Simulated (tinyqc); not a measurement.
# Worked calculation: a tight-binding chain with uneven site energies, recursive Green functions

Numbers from tinyqc (`OMP_NUM_THREADS=1 python tinyqc.py 2660010 2660011 out.jsonl`; about 0.01 s on one thread of a shared Intel Xeon 2.30GHz). Printed values are rounded.

The device has N = 6 slices of 1 site(s), nearest-neighbour hopping -t, and site energies U; the leads are semi-infinite continuations with site energy 0. V = <i+1|H|i> = -t 1.

Values chosen for this exercise: hopping (matrix element -t) t = 1 eV; site energies, slice by slice U = [0.48, 0.47, 0.11, -0.41, 0.51, 0.54] eV; energy E = -1.06 eV.

Constants: q = 1.602176634e-19 C, h = 6.62607015e-34 J s. Results are converted to the units shown.

## Self-energy of the leads

Sigma = t^2 g(E), g(x) = (x - i sqrt(4 t^2 - x^2))/(2 t^2) for |x| < 2 t and (x - sign(x) sqrt(x^2 - 4 t^2))/(2 t^2) otherwise; Gamma = i (Sigma - Sigma^dagger); both leads give the same.

Sigma = -0.530000-0.847998i eV
Gamma = 1.69600 eV
open modes = 1

## Forward pass

Forward pass: g_1 = (E - H_1 - Sigma)^(-1), g_i = (E - H_i - V g_(i-1) V^dagger)^(-1), with Sigma also subtracted on the last slice; G_(i,1) = g_i V G_(i-1,1), starting from g_1. H_i is the block of slice i, its site energy.

```
site         g_i (1/eV)  G_(i,1) of the forward pass (1/eV)
1     -0.58073-0.48758i                   -0.58073-0.48758i
2     -0.83353-0.42813i                   -0.27531-0.65504i
3     -1.13477-1.44392i                    0.63342-1.14084i
4      0.20896-0.62240i                    0.57771+0.63263i
5     -0.50082-0.17522i                    0.17848+0.41806i
6     -0.41517-0.74636i                   -0.23793+0.30678i
```

## Transmission

G_(N,1) = -0.237928+0.306776i 1/eV

T(E) = Tr[Gamma G_(N,1) Gamma G_(N,1)^dagger]. Conductance (2 q^2/h) T(E).

T(E) = 0.433535
conductance = 33.5907 uS

Inverting the whole matrix gives the same value.

## Backward pass

Backward pass: G_NN = g_N, G_ii = g_i + g_i V^dagger G_(i+1,i+1) V g_i; local density of states -Im G_ii/pi on each site.

```
site          G_ii (1/eV)  local density of states (1/eV)
1     -0.255111-0.952741i                        0.303267
2     -0.698791-0.697779i                        0.222110
3     -0.160223-0.303611i                        0.096642
4      0.260224-0.360691i                        0.114812
5     -0.461215-0.412378i                        0.131264
6     -0.415173-0.746362i                        0.237574
```

A site of an infinite clean chain has 1/(pi sqrt(4 t^2 - x^2)) = 0.188 1/eV at this energy (x counted from the band centre); the device goes from 0.0966 (site 3) to 0.303 (site 1).

## States fed from the left, and the bond current

The full first column follows backwards from c_N = G_(N,1): c_i = G_(i,1)(forward) + g_i V^dagger c_(i+1). The density of states fed by the left lead is Gamma |c_i|^2/(2 pi), and the current on bond i is 2 t Gamma Im(c_(i+1) conj(c_i)) in units of T(E).

```
site           c_i (1/eV)  density fed from the left (1/eV)
1     -0.255111-0.952741i                          0.262583
2     -0.065584-0.745935i                          0.151353
3      0.154767-0.188539i                          0.016061
4      0.246662+0.525344i                          0.090919
5      0.005563+0.530013i                          0.075834
6     -0.237928+0.306776i                          0.040684
```

bond current, bond 1 to 5: [0.433535, 0.433535, 0.433535, 0.433535, 0.433535]

The bond current is the same on every bond and equals T(E): the current is conserved.
